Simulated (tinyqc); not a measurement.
# Gap voltage and exponent from three temperatures

Inverse problem. At constant current VBE(T) = Vg0 - a T - eta (kB T/q) ln T, where a is a constant. Find Vg0, eta and dVBE/dT at the middle temperature.

Constants: q = 1.602176634e-19 C, kB = 1.380649e-23 J/K. Results are converted to the units shown.

T (K): [253, 273, 390]
VBE at a constant current (V): [0.8289624194, 0.7964662788, 0.5976869839]

Answer. The relation is linear in Vg0, a and eta, so three points give a linear system; the slope is (VBE - Vg0 - eta kB T/q)/T. eta rests on the curvature of VBE(T) alone, so real fits need accuracy of some tens of microvolts or better.

Vg0 = 1.15 V
eta = 3.80
dVBE/dT = -1.64 mV/K

Program tinyqc, `OMP_NUM_THREADS=1 python tinyqc.py 2062162 2062163 out.jsonl`; Intel Xeon 2.30GHz, shared host, one thread, about 0.02 s.
